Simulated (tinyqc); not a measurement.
Photoconductance decay in a wafer: bulk and surface recombination modes, and iron detection by pair splitting: one step, computed by the program tinyqc.

Both faces of the wafer have the same S; injection is low and all coefficients are constant. x runs from -W/2 to W/2.

Task: Decay rates of the even modes. Even modes cos(a x) obey b tan b = S W/(2 D) with b = a W/2, odd modes sin(a x) obey -b cot b = S W/(2 D); each decays at the rate 1/tau_b + D a^2.

Inputs (values chosen for the exercise, modelled on p-type silicon):
```
quantity,value,unit
thickness W,150,micrometre
diffusivity D,21.8,cm^2/s
bulk lifetime tau_b without iron,1400,microsecond
surface recombination velocity S,6200,cm/s
```

Give: the table «The first four even modes: b, surface rate and decay time» with the columns b_n, surface rate D a^2 (1/s), decay time (microsecond), for n = 0, 1, 2, 3.

Result:

The first four even modes: b, surface rate and decay time:
```
n,b_n,surface rate D a^2 (1/s),decay time (microsecond)
0,1.096,4.656e+05,2.144
1,3.668,5.215e+06,0.192
2,6.596,1.686e+07,0.059
3,9.642,3.603e+07,0.028
```
